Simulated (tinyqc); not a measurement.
From results back to parameters: two-band k.p model of the Delta valleys near the X point under shear strain. Three cases, with inputs chosen for the exercise.

Problem. Under a shear strain exy (|eta| < 1) the valley on the [001] axis has ml(eta) = ml/(1 - eta^2), 1/m[110] = 1/mt + eta/Mp and 1/m[1-10] = 1/mt - eta/Mp with Mp > 0, eta = D exy/Delta, Delta = 2 c k0^2/ml, k0 = kx0 2 pi/a, c = hbar^2/2m0.

Constants: hbar^2/2m0 = 3.80998211 eV angstrom^2.

Case 1.

Values chosen (near those of Si; not measured data):
- a = 5.438 angstrom (lattice constant)
- ml = 0.936 m0 (longitudinal mass)
- kx0 = 0.155 2 pi/a (distance of the minimum from X)
- exy = 0.0011 (shear strain)

m[110], m[1-10], ml(eta) (m0): 0.18639764  0.20664544  0.93931429

Case 2.

Values chosen (near those of Si; not measured data):
- a = 5.419 angstrom (lattice constant)
- ml = 0.914 m0 (longitudinal mass)
- kx0 = 0.146 2 pi/a (distance of the minimum from X)
- exy = 0.0069 (shear strain)

m[110], m[1-10], ml(eta) (m0): 0.14950534  0.29305869  1.07785438

Case 3.

Values chosen (near those of Si; not measured data):
- a = 5.444 angstrom (lattice constant)
- ml = 0.897 m0 (longitudinal mass)
- kx0 = 0.148 2 pi/a (distance of the minimum from X)
- exy = 0.0019 (shear strain)

m[110], m[1-10], ml(eta) (m0): 0.18388998  0.21920375  0.90627902

Find: mt; eta; Mp; D.

Solution. The mean of the two inverse transverse masses is 1/mt; eta^2 = 1 - ml/ml(eta), with the sign of 1/m[110] - 1/m[1-10] = 2 eta/Mp, which then gives Mp; D = eta Delta/exy.

Case 1.

mt = 0.196 m0
eta = 0.0594
Mp = 0.226 m0
D = 14.1 eV

Case 2.

mt = 0.198 m0
eta = 0.3899
Mp = 0.238 m0
D = 13.5 eV

Case 3.

mt = 0.200 m0
eta = 0.1012
Mp = 0.231 m0
D = 13.2 eV

Computed by tinyqc, one run a case: `OMP_NUM_THREADS=1 python tinyqc.py N N+1 out.jsonl` with N = 1050507, 1050515, 1050567; one thread of a shared Intel(R) Xeon(R) Processor @ 2.30GHz, about 0.01 s a run at most.
